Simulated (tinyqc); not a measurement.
Superjunction drift layer against a plain one, charge balance: two steps of the calculation.

Alternating n and p pillars of equal width wp, doping N and length Lp. When depleted, the lateral field peaks at Ex = q N wp/(2 eps0 eps_r) at the pillar junctions and a uniform vertical field Ey is added; breakdown is taken where Ex^2 + Ey^2 = Ef^2. Only the n pillars conduct, narrowed by the zero-bias depletion. A first-order model: the field peaks at the pillar ends are left out.

Parameters, values chosen for the exercise; values close to those of gallium nitride: relative permittivity of the semiconductor eps_r = 9.34; critical field at a doping of 1e16 cm^-3 E16 = 3 MV/cm; mobility at low doping mx = 1060 cm^2/(V s); mobility at high doping mi = 60.8 cm^2/(V s); reference doping of the mobility Nr = 2e17 cm^-3; wanted breakdown voltage BV = 1100 V; width of each pillar wp = 0.5 um; critical field inside the pillars Ef = 2.7 MV/cm; lateral peak field as a share of Ef a = 0.75; built-in voltage of the pillar junctions Vb = 2.8 V.

Constants: q = 1.602176634e-19 C, eps0 = 8.8541878128e-14 F/cm where lengths are in cm. Results are converted to the units shown.

Task 1. Doping of the plain drift layer. Ec(N) = E16 (N/1e16 cm^-3)^(1/8); N(new) = eps0 eps_r Ec(N)^2/(2 q BV).

N at the start = 1e14 cm^-3

Give: Ec; N after iteration 1.

Result 1.

Ec = 1.6870 MV/cm
N after iteration 1 = 6.6774e15 cm^-3

Task 2. Design of the pillars. Ex = a Ef gives N = 2 eps0 eps_r a Ef/(q wp); Ey = Ef sqrt(1 - a^2); Lp = BV/Ey; xd = sqrt(eps0 eps_r Vb/(q N)) on each side; Rsp = 2 Lp/(q mu(N) N (1 - 2 xd/wp)). mu(N) = mi + (mx - mi)/(1 + (N/Nr)^0.9).

Give: N; Ey; Lp; xd; Rsp.

Result 2.

N = 4.181e17 cm^-3
Ey = 1.786 MV/cm
Lp = 6.159 um
xd = 0.05879 um
Rsp = 0.06005 mohm cm^2

The pillars have an aspect ratio of 12.3. Their doping is 15.4 times, and their Rsp 0.370 times, that of the plain layer.

Program tinyqc, `OMP_NUM_THREADS=1 python tinyqc.py 2590016 2590017 out.jsonl`; Intel Xeon 2.30GHz, shared host, one thread, about 0.01 s.
